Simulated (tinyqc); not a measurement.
Matthiessen's rule against the full average: mobility of a non-polar semiconductor in the relaxation-time approximation. Computed by tinyqc, a small Python program. Command: `OMP_NUM_THREADS=1 python tinyqc.py 3016953 3016954 out.jsonl rta walk`. One thread of a shared host (Intel(R) Xeon(R) Processor @ 2.30GHz), about 0.01 s of CPU time with the checks.

Each valley is treated as a sphere of mass m_d for states and rates, with one isotropic relaxation time; the conductivity mass m_c sets the current.

Inputs (values chosen for the exercise, for a model non-polar semiconductor):
```
quantity                                          value       unit
longitudinal mass m_l                              0.41        m_0
transverse mass m_t                                0.15        m_0
equivalent valleys Z                                  4          -
static permittivity eps_s                          15.1          -
density rho                                        3520     kg/m^3
sound velocity v_l                                 4960        m/s
acoustic deformation potential D_A                  8.2         eV
phonon energy hbar w                                 39        meV
optical or intervalley deformation potential D_o    4.1  1e8 eV/cm
final valleys Z_f                                     3          -
carrier density n                                 1e+17     1/cm^3
compensation ratio C                                  0          -
temperature T                                       400          K
alloy fraction x                                   0.35          -
alloy potential U                                  0.86         eV
lattice constant a                                 5.62   angstrom
```

Band: parabolic. Impurity formula: Brooks-Herring. Further scattering: alloy.

Constants: k_B = 8.617333262e-05 eV/K; m_0 = 9.1093837015e-31 kg; e = 1.602176634e-19 C; hbar = 1.054571817e-34 J s; eps_0 = 8.8541878128e-12 F/m; k_B = 1.380649e-23 J/K; hbar = 6.582119569e-16 eV s.

Method:
- m_d = (m_l m_t^2)^(1/3); 1/m_c = (1/m_l + 2/m_t)/3; Hall mass factor A = 3 K_m (K_m + 2)/(2 K_m + 1)^2, K_m = m_l/m_t; N_I = n (1 + C)/(1 - C).
- Parabolic band: E = hbar^2 k^2/(2 m), speed v = hbar k/m, states per spin, volume and energy g(E) = m k/(2 pi^2 hbar^2). Here m = m_d. Masses are multiplied by m_0 and all formulas are in SI units.
- The reduced Fermi level eta = E_F/(k_B T) solves n = 2 Z int g f dE with f = 1/(1 + exp(x - eta)) (Z = 1 unless valleys are given); screening length L_s = sqrt(eps_s eps_0 k_B T/(e^2 dn/deta)), dn/deta = 2 Z int g f (1 - f) dE.
- Integrals over x = E/(k_B T) use 160 Gauss-Legendre points in u = sqrt(x) from 0 to sqrt(max(eta, 0) + 32).
- Phonon occupation N_q = 1/(exp(hbar w/(k_B T)) - 1).
- Acoustic deformation potential (elastic, equipartition, absorption and emission together): 1/tau = 2 pi k_B T D_A^2 g(E)/(hbar rho v_l^2).
- Optical or intervalley deformation potential: 1/tau = (pi Z_f D_o^2/(rho w)) [N_q g(E + hbar w) + (N_q + 1) g(E - hbar w)], with g = 0 below the band edge.
- Each optical term is multiplied by (1 - f(E'))/(1 - f(E)), E' the final energy, for Pauli blocking.
- Singly charged impurities, momentum relaxation: 1/tau = N_I e^4 m (1 + 2 alpha E) Phi/(8 pi (eps_s eps_0)^2 hbar^3 k^3), with alpha = 0 for a parabolic band.
- Brooks-Herring: Phi = ln(1 + b) - b/(1 + b), b = 4 k^2 L_s^2.
- Alloy disorder: 1/tau = (2 pi/hbar) Omega x (1 - x) U^2 g(E), Omega = a^3/4 (other conventions for Omega rescale U).
- mu = (m_d/m_c) (2 Z e/(3 n k_B T)) int g v^2 tau f (1 - f) dE.
- Averages over x are split at the emission threshold x_0 = hbar w/(k_B T): 64 Gauss-Legendre points in sqrt(x) below it and 128 in sqrt(x - x_0) above it, up to x = max(eta, 0) + 32.
- Rates are added at each energy before the average. With <y> = int g v^2 y f (1 - f) dE: Hall factor r_H = A (3 n k_B T/(2 Z m_d)) <tau^2/(1 + 2 alpha E)>/<tau>^2 (alpha = 0 for a parabolic band); Hall mobility r_H mu; |S| = (k_B/e) (<x tau>/<tau> - eta); resistivity 1/(n e mu).
- Matthiessen's rule adds 1/mu of the separate processes.

acoustic mobility = 2795.10 cm^2/(V s)

optical mobility = 7889.45 cm^2/(V s)

ionised impurity mobility = 25847.2 cm^2/(V s)

alloy mobility = 1605.22 cm^2/(V s)

drift mobility mu = 775.108 cm^2/(V s)

Separate mobilities:
```
process           mu (cm^2/(V s))  share of the sum of 1/mu (%)
acoustic                     2795                        31.214
optical                      7889                        11.059
ionised impurity            25847                         3.375
alloy                        1605                        54.352
```

mobility by Matthiessen's rule = 872.47 cm^2/(V s)

excess of Matthiessen's rule over the full mu = 12.561 %

What does the comparison show, and why?

The rule gives 872.5 against the full 775.1, 12.6 % too high; it can only overestimate, since each separate average is carried by the energies where that process is weak. The largest shares are alloy (54 %) and acoustic (31 %).

Extremes, crossings and ranges named in words are read from the listed rows.
